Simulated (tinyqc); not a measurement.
Van der Pauw, Hall and four-point-probe measurements on a doped layer: one step of the calculation.

A uniform n-type layer with sheet resistance Rs = 1/(q ns mu), point contacts, low field (mu B small).

Task. Resistances and Hall voltage. Rs = 1/(q ns mu). For a rectangle with contacts at the corners, RA = (8 Rs/pi) sum_(k>=0) ln coth((2k + 1) pi a/(2 b)) with current along a short side b and voltage along the opposite one, RB the same with a and b exchanged; Hall voltage VH = rH B I/(q ns), negative for electrons.

Inputs (values chosen for the exercise): sheet density of the layer ns = 9.4e14 cm^-2; drift mobility mu = 190 cm^2/(V s); Hall factor rH = 1.1; magnetic field B = 0.3 T; current I = 10 uA; side ratio a/b of a rectangular sample with corner contacts ar = 1.01.

Constants: q = 1.602176634e-19 C. Results are converted to the units shown.

Wanted: Rs; RA; RB; VH.

Result.

Rs = 34.947 ohm/square
RA = 7.4709 ohm
RB = 7.9554 ohm
VH = -0.0021912 mV

RB/RA = 1.06; for a square both equal Rs ln 2/pi = 7.71 ohm.

Computed by the program tinyqc: `OMP_NUM_THREADS=1 python tinyqc.py 2850162 2850163 out.jsonl`, one thread of a shared Intel Xeon 2.30GHz, about 0.04 s for the whole run.
